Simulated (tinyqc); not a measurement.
A transmission-line measurement read back: specific resistance of a metal-semiconductor contact and its transmission-line measurement. Computed by tinyqc, a small Python program. Command: `OMP_NUM_THREADS=1 python tinyqc.py 3030339 3030340 out.jsonl contact walk`. One thread of a shared host (Intel(R) Xeon(R) Processor @ 2.30GHz), about 0.01 s of CPU time with the checks.

The barrier is parabolic (depletion approximation), energies E are normal energies counted from the band edge in the neutral semiconductor (downwards for holes), and the bias is zero. xi is an input, held fixed when other inputs move.

Inputs (values chosen for the exercise, modelled on n-type GaAs):
```
quantity                                           value          unit
tunnelling mass m                                  0.069           m_0
permittivity eps                                    12.9             -
Richardson constant A*                              8.42  A/(cm^2 K^2)
barrier height phi_B                                0.58            eV
doping N                                         2.6e+19        1/cm^3
Fermi level above the band edge in the bulk, xi      0.4            eV
temperature T                                        300             K
sheet resistance R_sh                                 52           ohm
contact length d                                     2.3    micrometre
contact width W                                      4.5    micrometre
```

Image-force lowering: included.

Constants: hbar = 1.054571817e-34 J s; eps_0 = 8.8541878128e-12 F/m; m_0 = 9.1093837015e-31 kg; k_B = 8.617333262e-05 eV/K; e = 1.602176634e-19 C.

Method:
- E_00 = (e hbar/2) sqrt(N/(eps eps_0 m)); band bending E_b = phi_B + xi; depletion width w = sqrt(2 eps eps_0 E_b/(e^2 N)). Image lowering d_phi = (e^3 N E_b/(8 pi^2 (eps eps_0)^3))^(1/4) (E_b in volts), and E_b - d_phi replaces E_b everywhere except in w.
- WKB transmission for E < E_b, with a = E/E_b: D = exp{-(E_b/E_00) [sqrt(1 - a) - a ln((1 + sqrt(1 - a))/sqrt(a))]}; D = 1 above.
- At zero bias 1/rho_c = (e A*/k_B^2) int D(E) f(E) dE, f = 1/(1 + exp((E - xi)/k_B T)); 200 Gauss-Legendre points from 0 to E_b, and k_B T ln(1 + exp((xi - E_b)/k_B T)) for the part above the barrier; the share of tunnelling is the part below.
- Transmission-line model: transfer length L_T = sqrt(rho_c/R_sh); R_c = (R_sh L_T/W) coth(d/L_T). Limits: rho_c/(W d) for d << L_T, sqrt(rho_c R_sh)/W for d >> L_T.
- Transmission-line model: transfer length L_T = sqrt(rho_c/R_sh); R_c = (R_sh L_T/W) coth(d/L_T). Two contacts a gap s apart give R = 2 R_c + R_sh s/W. A straight-line fit gives R_sh from the slope and R_c from the intercept; the simple reading takes L_x = R_c W/R_sh as the transfer length and rho_c = R_sh L_x^2.

R_c W = 19.6573 ohm micrometre

contact resistance R_c = 4.36828 ohm

specific contact resistance rho_c = 7.43078e-08 ohm cm^2

Resistances:
```
gap s (micrometre)  R (ohm)
0.38                 13.128
0.76                 17.519
1.50                 26.070
3.00                 43.403
6.00                 78.070
```

L_x = 0.37802 micrometre

rho_c by the simple reading = 7.4309e-08 ohm cm^2

simple reading over true value = 1.0000

The simple reading is right, since coth(d/L_T) is 1 for so long a contact.
